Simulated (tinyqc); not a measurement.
Order of the levels against the shift of xy: tight-binding t2g bands of a cubic perovskite.

Orbitals yz, zx, xy (X, Y, Z below) times spin. E_xy = Dt + 2t (2 - cos x - cos y) + 2 td (1 - cos z) + 4 t2 (1 - cos x cos y) with x = kx a and so on; yz and zx follow by cyclic change, without Dt. Spin-orbit term -(Dso/3) L.sigma + Dso/3 with (L_k)_ij = -i epsilon_kij in X, Y, Z: for Dt = 0 the quartet lies at 0 and the doublet at Dso.

Constants: hbar^2/2m0 = 3.80998211 eV angstrom^2.

Parameters, chosen for this exercise (of the size met in SrTiO3 and KTaO3; shifted at random, so the results belong to these values and not to a real crystal): a = 3.991 angstrom (lattice constant); t = 0.306 eV (strong hopping); td = 0.059 eV (weak hopping); t2 = 0 eV (diagonal hopping in the plane of the orbital); Dso = 0.02 eV (spin-orbit splitting at Gamma).

Levels at Gamma, the xy weight of the lowest pair and its mass along [100] from m/m0 = c q^2/(E(q) - E(0)), q = 0.001 (2 pi/a).

At Gamma:

| Dt (eV) | pair 1 (eV) | pair 2 (eV) | pair 3 (eV) | xy weight of pair 1 | mass (m0) |
|---|---|---|---|---|---|
| -0.30 | -0.2936 | 0.0000 | 0.0136 | 0.999 | 0.782 |
| -0.15 | -0.1439 | 0.0000 | 0.0139 | 0.996 | 0.783 |
| -0.08 | -0.0743 | 0.0000 | 0.0143 | 0.989 | 0.785 |
| -0.03 | -0.0256 | 0.0000 | 0.0156 | 0.945 | 0.800 |
| -0.01 | -0.0076 | 0.0000 | 0.0176 | 0.831 | 0.839 |
| 0.01 | 0.0000 | 0.0054 | 0.0246 | 0.000 | 1.311 |
| 0.03 | 0.0000 | 0.0100 | 0.0400 | 0.000 | 1.311 |
| 0.08 | 0.0000 | 0.0121 | 0.0879 | 0.000 | 1.311 |
| 0.15 | 0.0000 | 0.0127 | 0.1573 | 0.000 | 1.311 |

What can be read from this table?

For Dt > 0 the lowest pair is the pure yz, zx combination at 0, with mass 1.311 at Dt = 0.15 eV. For Dt < 0 it gains xy weight, 0.83 at -0.01 and 1.00 at -0.3 eV, and its mass tends to the light value 0.782; the scale of the change is Dso = 0.02 eV.

Computed by tinyqc, a small Python program: `OMP_NUM_THREADS=1 python tinyqc.py 1451812 1451813 out.jsonl` (the numbers bound the seed that draws the inputs); one thread of a shared host (Intel(R) Xeon(R) Processor @ 2.30GHz), about 0.01 s for the whole set of steps.
